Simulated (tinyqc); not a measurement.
Inside a calculation: deep level with several charge states, and Shockley-Read-Hall recombination. Values are carried at full precision from step to step, so a last printed digit may differ when a step is redone from the rounded ones.

Energies from Ev. The defect has charge states +1, 0, -1 with weights 1, gm exp((EF - E1)/kT), exp((2 EF - E1 - E2)/kT); the shares are the weights over their sum. Boltzmann carriers: n = Nc exp((EF - Eg)/kT), p = Nv exp(-EF/kT). Neutrality: p - n + Nd + Nt <q> = 0.

Constants: kB = 8.617333262e-05 eV/K.

Parameters, chosen for this exercise (gap and densities of states near those of Si at this temperature; not measured data): Eg = 1.131 eV (gap); Nc = 2.66e+19 1/cm^3 (conduction-band density of states); Nv = 1.15e+19 1/cm^3 (valence-band density of states); T = 300 K; E1 = 0.276 eV (level (+1/0) above Ev); E2 = 0.659 eV (level (0/-1) above Ev); gm = 2 (degeneracy of the middle state, the others 1); Nt = 1.3e+14 1/cm^3 (defects); Nd = -1.6e+13 1/cm^3 (ionised shallow donors minus acceptors); E_try = 0.315 eV (trial Fermi level); Et = 0.659 eV (recombination level above Ev); sn = 3.3e-14 cm^2 (electron capture cross-section); sp_ = 4.3e-14 cm^2 (hole capture cross-section); vth = 12000000 cm/s (thermal velocity, both carriers); Nm = 1e+16 1/cm^3 (equilibrium holes for the lifetime steps); dn = 1.1e+15 1/cm^3 (excess pairs).

## Charge states at a trial Fermi level

Form the exponents, the shares, the mean charge and the residual of neutrality at EF = E_try.

exponents of the second and third weights: [1.509, -11.798]

shares: +1 0.0996, 0 0.9004, -1 0.0000

<q> = 0.0996

n, p (1/cm^3): [5.21e+05, 5.87e+13]

residual = 5.57e+13 1/cm^3

The residual is positive, so EF must rise.

## The neutral state

Solve for EF.

EF = 0.3542 eV

shares at EF: +1 0.024, 0 0.976, -1 0.000

n = 2.37e+06 1/cm^3
p = 1.29e+13 1/cm^3

Without the defects the majority density would be 1.60e+13 1/cm^3; with them the density of these carriers is 1.29e+13, so they compensate part of the doping. Most defects are in the state 0.

## Recombination through one level

One level at Et with degeneracy 1: tn = 1/(sn vth Nt), tp = 1/(sp_ vth Nt), n1 = Nc exp((Et - Eg)/kT), p1 = Nv exp(-Et/kT), ni^2 = n1 p1. Equilibrium p0 = Nm, n0 = ni^2/Nm; n = n0 + dn, p = p0 + dn. U = (n p - ni^2)/(tp (n + n1) + tn (p + p1)), lifetime dn/U; emission rates en = sn vth n1, ep = sp_ vth p1.

Evaluate each quantity.

tn, tp (microsecond): [0.01943, 0.01491]

n1, p1 (1/cm^3): [3.13e+11, 9.77e+07]

U = 5.26e+22 1/(cm^3 s)
lifetime = 0.0209 microsecond

The lifetime is 1.076 times the minority capture time tn and 0.609 times tn + tp, the limit of high injection.

## Emission and generation in a depleted region

With n = p = 0 the level generates pairs at G = Nt en ep/(en + ep); generation lifetime tg = ni/G; current density e G W for a width W = 1 micrometre, e = 1.602176634e-19 C.

en, ep (1/s): [1.24e+05, 50.4]

G = 6.55e+15 1/(cm^3 s)
tg = 0.844 microsecond
current density = 1.05e-07 A/cm^2

The slower step, hole emission, limits the rate: en/ep = 2.46e+03.

## Checks

- U against hole capture minus emission at the steady occupation of the level (1/(cm^3 s)): both 5.262e+22.

Run: tinyqc, `OMP_NUM_THREADS=1 python tinyqc.py 1652346 1652347 out.jsonl`; Intel(R) Xeon(R) Processor @ 2.30GHz, one thread, shared host; about 0.01 s of CPU time with all checks.
